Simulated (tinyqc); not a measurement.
Worked calculation: CID on RHF in the sto-3g basis, for H4, spin multiplicity 1. One step of it, computed by the program tinyqc.

Task: CID: roots. Diagonalise (each vector has its largest component positive (the first on a tie)); all determinants have Ms = 0, so triplets appear too. The lowest singlet root is the correlation energy. The Davidson correction is (1 - c0^2) E_corr, c0 the coefficient of the reference.

Occupation strings over the orbitals (2 doubly, a alpha, b beta, 0 empty; spin orbitals ordered 1a 1b 2a 2b ...): 2200 aabb 2020 20ab ab20 abab 20ba 2002 abba ab02 ba20 baab 0220 02ab baba ba02 02ba 0202 bbaa

H - E(HF) between determinants (hartree):
```
,2200,aabb,2020,20ab,ab20,abab,20ba,2002,abba,ab02,ba20,baab,0220,02ab,baba,ba02,02ba,0202,bbaa
2200,0.000000,-0.048940,0.129107,0.000124,-0.000089,-0.046526,-0.000124,0.103363,0.095466,0.000102,0.000089,0.095466,0.107356,-0.000117,-0.046526,-0.000102,0.000117,0.090565,-0.048940
aabb,-0.048940,1.989885,0.046526,-0.000089,0.000124,-0.129107,0.000102,-0.095466,-0.103363,-0.000124,-0.000117,-0.107356,-0.095466,0.000089,-0.090565,0.000117,-0.000102,0.046526,0.000000
2020,0.129107,0.046526,1.135565,-0.000175,0.000002,0.108250,0.000175,0.167648,-0.154777,0.000000,-0.000002,-0.154777,0.165365,0.000000,0.108250,0.000000,0.000000,0.000000,0.046526
20ab,0.000124,-0.000089,-0.000175,1.899853,0.059310,-0.000189,-0.167648,-0.000567,0.000000,0.154777,-0.154777,0.000380,0.000000,0.165365,0.000000,-0.108250,0.000000,0.000000,-0.000102
ab20,-0.000089,0.000124,0.000002,0.059310,1.384917,0.000068,-0.154777,0.000000,-0.000309,0.167648,-0.165365,0.000000,0.000502,0.154777,0.000000,0.000000,-0.108250,0.000000,0.000117
abab,-0.046526,-0.129107,0.108250,-0.000189,0.000068,2.112178,0.000000,0.154777,-0.167648,-0.000084,0.000000,-0.165365,0.154777,0.000120,0.000000,0.000000,0.000000,0.108250,-0.090565
20ba,-0.000124,0.000102,0.000175,-0.167648,-0.154777,0.000000,1.899853,0.000567,-0.000380,-0.108250,0.059310,0.000000,0.000000,0.000000,0.000189,0.154777,0.165365,0.000000,0.000089
2002,0.103363,-0.095466,0.167648,-0.000567,0.000000,0.154777,0.000567,2.746429,-0.059310,-0.000572,0.000000,-0.059310,0.000000,0.000000,0.154777,0.000572,0.000000,0.165365,-0.095466
abba,0.095466,-0.103363,-0.154777,0.000000,-0.000309,-0.167648,-0.000380,-0.059310,2.103225,0.000324,0.000000,0.000000,-0.059310,0.000000,-0.165365,0.000000,0.000311,-0.154777,-0.107356
ab02,0.000102,-0.000124,0.000000,0.154777,0.167648,-0.000084,-0.108250,-0.000572,0.000324,2.912776,0.000000,0.000000,0.000000,0.059310,0.000000,-0.165365,-0.154777,-0.000072,-0.000117
ba20,0.000089,-0.000117,-0.000002,-0.154777,-0.165365,0.000000,0.059310,0.000000,0.000000,0.000000,1.384917,0.000309,-0.000502,-0.108250,-0.000068,0.167648,0.154777,0.000000,-0.000124
baab,0.095466,-0.107356,-0.154777,0.000380,0.000000,-0.165365,0.000000,-0.059310,0.000000,0.000000,0.000309,2.103225,-0.059310,-0.000311,-0.167648,-0.000324,0.000000,-0.154777,-0.103363
0220,0.107356,-0.095466,0.165365,0.000000,0.000502,0.154777,0.000000,0.000000,-0.059310,0.000000,-0.000502,-0.059310,1.704705,0.000552,0.154777,0.000000,-0.000552,0.167648,-0.095466
02ab,-0.000117,0.000089,0.000000,0.165365,0.154777,0.000120,0.000000,0.000000,0.000000,0.059310,-0.108250,-0.000311,0.000552,2.385988,0.000000,-0.154777,-0.167648,0.000159,0.000102
baba,-0.046526,-0.090565,0.108250,0.000000,0.000000,0.000000,0.000189,0.154777,-0.165365,0.000000,-0.000068,-0.167648,0.154777,0.000000,2.112178,0.000084,-0.000120,0.108250,-0.129107
ba02,-0.000102,0.000117,0.000000,-0.108250,0.000000,0.000000,0.154777,0.000572,0.000000,-0.165365,0.167648,-0.000324,0.000000,-0.154777,0.000084,2.912776,0.059310,0.000072,0.000124
02ba,0.000117,-0.000102,0.000000,0.000000,-0.108250,0.000000,0.165365,0.000000,0.000311,-0.154777,0.154777,0.000000,-0.000552,-0.167648,-0.000120,0.059310,2.385988,-0.000159,-0.000089
0202,0.090565,0.046526,0.000000,0.000000,0.000000,0.108250,0.000000,0.165365,-0.154777,-0.000072,0.000000,-0.154777,0.167648,0.000159,0.108250,0.000072,-0.000159,3.149560,0.046526
bbaa,-0.048940,0.000000,0.046526,-0.000102,0.000117,-0.090565,0.000089,-0.095466,-0.107356,-0.000117,-0.000124,-0.103363,-0.095466,0.000102,-0.129107,0.000124,-0.000089,0.046526,1.989885
```

Give: lowest roots of this matrix, relative to E(HF); lowest vectors; <S^2> of these roots; weight of the ground state by excitation level 0, 1, 2, ...; Davidson correction.

Result:

lowest roots of this matrix, relative to E(HF) (hartree): -0.0418  1.0451  1.1758  1.4361  1.5595  1.6281  1.7029  1.9787

lowest vectors:
```
,root 1,root 2,root 3,root 4
2200,0.9869,0.1095,0.0000,-0.0003
aabb,0.0211,-0.0643,0.0000,-0.0005
2020,-0.1165,0.9409,0.0000,-0.0011
20ab,-0.0001,0.0000,0.1423,-0.1850
ab20,0.0001,0.0004,0.6852,0.6704
abab,0.0292,-0.0282,0.0000,0.0004
20ba,0.0001,0.0000,0.1423,0.1850
2002,-0.0317,-0.0991,0.0000,-0.0002
abba,-0.0503,0.0925,0.0003,0.0001
ab02,0.0000,-0.0001,-0.0810,-0.0224
ba20,-0.0001,-0.0004,0.6852,-0.6704
baab,-0.0503,0.0925,-0.0003,0.0001
0220,-0.0529,-0.2533,0.0000,-0.0021
02ab,0.0000,0.0001,-0.0606,-0.1261
baba,0.0292,-0.0282,0.0000,0.0004
ba02,0.0000,0.0001,-0.0810,0.0224
02ba,0.0000,-0.0001,-0.0606,0.1261
0202,-0.0311,0.0426,0.0000,0.0003
bbaa,0.0211,-0.0643,0.0000,-0.0005
```

<S^2> of these roots: 0.0000  0.0000  2.0000  0.0000  6.0000  0.0000  2.0000  2.0000

weight of the ground state by excitation level 0, 1, 2, ...: 0.9740  0.0000  0.0260

Davidson correction = -0.001086 hartree
